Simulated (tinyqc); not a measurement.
Free-carrier optics of a doped semiconductor (Drude model): one step. Optical constants. Three cases, with inputs chosen for the exercise.

Problem. Convert eps at the photon energy E (in meV) into the optical constants.

n + i k = sqrt(eps1 + i eps2) with k >= 0; R = ((n - 1)^2 + k^2)/((n + 1)^2 + k^2) at normal incidence from vacuum; alpha = 2 E k/(hbar c), times 1e8 for 1/cm; loss function Im(-1/eps) = eps2/(eps1^2 + eps2^2).

Constants: hbar c = 1973.269805 eV angstrom.

Give: n; k; R; alpha.

Case 1.

Values chosen (out of a larger set: mass and dielectric values near those of Si; N and mu are free inputs; interband absorption and the rise of the mass with filling are left out; not measured data): E = 176 meV (photon energy).

eps = 8.751026+0.556390i

Solution.

n = 2.9597
k = 0.0940
R = 0.2454
alpha = 1.68e+03 1/cm

Light of this energy penetrates 1/alpha = 5.96 micrometre.

Case 2.

Values chosen (out of a larger set: mass and dielectric values near those of Ge; N and mu are free inputs; interband absorption and the rise of the mass with filling are left out; not measured data): E = 22.7 meV (photon energy).

eps = -3.363537+2.455113i

Solution.

n = 0.6327
k = 1.9401
R = 0.6064
alpha = 4.46e+03 1/cm

Light of this energy penetrates 1/alpha = 2.24 micrometre.

Case 3.

Values chosen (out of a larger set: mass and dielectric values near those of Si; N and mu are free inputs; interband absorption and the rise of the mass with filling are left out; not measured data): E = 231.5 meV (photon energy).

eps = 9.324997+0.609292i

Solution.

n = 3.0553
k = 0.0997
R = 0.2573
alpha = 2.34e+03 1/cm

Light of this energy penetrates 1/alpha = 4.27 micrometre.

Computed by tinyqc, one run a case: `OMP_NUM_THREADS=1 python tinyqc.py N N+1 out.jsonl` with N = 1650125, 1650127, 1651218; one thread of a shared Intel(R) Xeon(R) Processor @ 2.30GHz, about 0.01 s a run at most.
